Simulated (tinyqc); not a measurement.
Changing the mean dose E: chemically amplified photoresist: aerial image, acid generation, bake, development and line width. Computed by tinyqc, a small Python program. Command: `OMP_NUM_THREADS=1 python tinyqc.py 3022747 3022748 out.jsonl resist sweep`. One thread of a shared host (Intel(R) Xeon(R) Processor @ 2.30GHz), about 0.04 s of CPU time with the checks.

Lines and spaces of pitch p with a two-beam-like image; x = 0 is the middle of the bright space. The resist is positive and treated as uniform in depth.

Inputs (values chosen for the exercise, for a model resist at 13.5 nm):

| quantity | value | unit |
|---|---|---|
| pitch p | 33 | nm |
| image contrast c | 0.58 | - |
| Dill parameter C | 0.035 | cm^2/mJ |
| quencher load q, relative to the acid generator | 0.065 | - |
| acid diffusivity D | 0.12 | nm^2/s |
| bake time t | 90 | s |
| amplification rate k_amp | 0.021 | 1/s |
| threshold protection m_th | 0.46 | - |
| development selectivity n | 8 | - |
| largest rate r_max | 850 | nm/s |
| smallest rate r_min | 0.087 | nm/s |
| resist thickness d | 37 | nm |
| development time t_d | 45 | s |
| photon energy | 91.84 | eV |
| absorption coefficient alpha | 6.8 | 1/um |

Method:
- Dose E(x) = E [1 + c cos(2 pi x/p)]; acid h = 1 - exp(-C E(x)).
- Bake: the acid image is blurred by a Gaussian of variance sigma^2 = 2 D t (each Fourier term k of h, taken on 64 points, is multiplied by exp(-4 pi^2 k^2 D t/p^2)).
- Cosine coefficients: h(x) = sum_k h_k cos(2 pi k x/p).
- The quencher then removes q, h_eff = max(h_blurred - q, 0); protection m = exp(-k_amp t h_eff).
- Mack rate r = r_max (a + 1)(1 - m)^n/(a + (1 - m)^n) + r_min, a = ((n + 1)/(n - 1))(1 - m_th)^n.
- Edge: vertical development clears the film where r t_d >= d; the space width is twice the x where r = d/t_d.
- Dose sensitivity = d ln(width)/d ln E from widths at 1.005 E and E/1.005; image log-slope at the edge = |d ln E/dx|, normalised by the width (NILS); latitude for 10 % of width = 10 %/sensitivity.
- The edge lies at x = width/2.
- Absorbed photons per volume N = E(edge) alpha/(photon energy), 1 mJ/cm^2 = 62.41509 eV/nm^2, alpha in 1/nm; a Gaussian blur averages over a volume V = (2 sqrt(pi) sigma)^3; relative noise 1/sqrt(N V); edge noise sigma_x = (dh/d ln E) noise/|dh/dx|, with both derivatives of the blurred acid at the edge.

One run for each value:

| mean dose E (mJ/cm^2) | space width (nm) | dose sensitivity | edge noise from photons (nm) | NILS |
|---|---|---|---|---|
| 5.22 | 9.05 | 4.713 | 1.747 | 0.550 |
| 5.81 | 12.88 | 2.414 | 1.297 | 1.119 |
| 6.39 | 15.61 | 1.723 | 1.143 | 1.638 |
| 6.98 | 17.90 | 1.396 | 1.082 | 2.122 |
| 7.57 | 19.89 | 1.221 | 1.075 | 2.552 |
| 8.16 | 21.71 | 1.131 | 1.111 | 2.913 |
| 8.74 | 23.44 | 1.101 | 1.195 | 3.173 |
| 9.33 | 25.20 | 1.133 | 1.358 | 3.286 |

Describe and explain the trends.

Over the rows, space width (nm) rises from 9.05 to 25.2 (exponent d ln y / d ln x 3.3 between the first rows and 1.1 between the last); dose sensitivity goes from 4.71 through a minimum among these rows, 1.10 at 8.74, to 1.13; edge noise from photons (nm) goes from 1.75 through a minimum among these rows, 1.07 at 7.57, to 1.36. More dose moves the clearing threshold out along the image, so the space widens. Left out: 4.04, 4.63 (the space does not open, or the whole film clears).

Caution (all rows): lateral development, standing waves and the joint diffusion of acid and quencher are left out, so widths are indicative. Caution (all rows): the noise counts photons alone (acid and quencher statistics add to it) and takes the film as thicker than the blur; a thinner film averages in two dimensions only.

Extremes, crossings and ranges named in words are read from the listed rows.
